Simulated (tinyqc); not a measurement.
## Free and trapped electrons in a MOS channel with a dense trap tail: effect of the temperature

p-type body, charge-sheet picture, full ionisation (an idealisation for deep acceptors), Boltzmann statistics for free electrons. e = Ec - EF at the surface. Acceptor-like traps of density D(E) = D0 + De exp(-E/Ew) at depth E below Ec, from 0 to Eu, hold n_t = integral of D(E)/(1 + exp((e - E)/Vt)). psi = Eg - Vt ln(Nv/Na) - e; N_dep = sqrt(2 eps0 eps_r Na (psi - Vt)/q); n_f = sqrt(N_dep^2 + 2 eps0 eps_r Vt Nc exp(-e/Vt)/q) - N_dep; Vg = Vfb + psi + q (N_dep + n_t + n_f)/Cox, Cox = eps0 eox/tox.

Nc and Nv are given at 300 K and scale as (T/300 K)^1.5; Eg, Vfb and mf are held fixed. VT is the Vg for n_f = 1e11 cm^-2; swing ln 10 n_f/(dn_f/dVg) at n_f = 1e8 cm^-2; the last three columns are for Vg = VT + 2.2 V, with free share n_f/(n_f + n_t) and field-effect mobility mf q (dn_f/dVg)/Cox; there EF is near the band edge, where Boltzmann statistics are rough.

Parameters, values chosen for the exercise; band and dielectric values close to those of 4H silicon carbide:
```
symbol,value,unit,meaning
Eg,3.24,eV,band gap
eps_r,9.51,,relative permittivity
Nc,1.68e19,cm^-3,conduction-band density of states at the reference temperature
Nv,2.49e19,cm^-3,valence-band density of states at the reference temperature
eox,3.9,,relative permittivity of the insulator
tox,27,nm,insulator thickness
Na,1.3e17,cm^-3,acceptor density
Vfb,-2.04,V,flat-band voltage without trapped charge
D0,2.1e11,cm^-2 eV^-1,constant background density of acceptor-like traps
De,5.5e13,cm^-2 eV^-1,density of the tail at the conduction edge
Ew,0.06,eV,decay energy of the tail
Eu,0.68,eV,depth below Ec down to which the traps reach
mf,91,cm^2/(V s),mobility of free electrons
```

Constants: q = 1.602176634e-19 C, kB = 1.380649e-23 J/K, Vt = kB T/q, eps0 = 8.8541878128e-14 F/cm where lengths are in cm. Results are converted to the units shown.

Results:
columns A: T (K); B: e at VT (eV); C: VT (V); D: q n_t/Cox at VT (V); E: swing (mV/decade); F: n_f (cm^-2); G: free share (%); H: field-effect mobility (cm^2/(V s))
```
A          B      C       D      E         F      G      H
200  0.02353  6.805   2.997  355.7  9.671e11  23.02  73.16
300  0.06193  5.598   1.927  202.5  6.897e11  20.69  48.97
350  0.08415  5.106   1.511  175.0  6.664e11  22.27  44.44
400   0.1080  4.693   1.178  167.2  6.756e11  24.88  42.87
450   0.1333  4.350  0.9178  171.2  7.034e11  28.19  42.93
500   0.1600  4.065  0.7181  181.8  7.426e11  31.98  43.92
550   0.1878  3.823  0.5661  195.6  7.885e11  36.07  45.42
```

Estimate the missing row, T = 250 K.

Computed row:
columns A: T (K); B: e at VT (eV); C: VT (V); D: q n_t/Cox at VT (V); E: swing (mV/decade); F: n_f (cm^-2); G: free share (%); H: field-effect mobility (cm^2/(V s))
```
A          B      C      D      E         F      G      H
250  0.04160  6.171  2.429  259.9  7.735e11  20.68  58.53
```

With this row back in the table: As T goes from 200 to 550, VT falls from 6.80 to 3.82 V, its part due to traps falls from 3.00 to 0.566 V, the swing goes from 356 through a minimum of 167 (at T = 400 among the rows listed) to 196 mV/decade and the field-effect mobility goes from 73.2 through a minimum of 42.9 (at T = 400 among the rows listed) to 45.4 cm^2/(V s). On heating the same n_f is reached with EF deeper in the gap, where fewer tail states are filled. For T = 200, 250 e is under 2 Vt already at VT, so VT too is rough.

Program tinyqc, `OMP_NUM_THREADS=1 python tinyqc.py 2222152 2222153 out.jsonl`; Intel Xeon 2.30GHz, shared host, one thread, about 0.02 s.
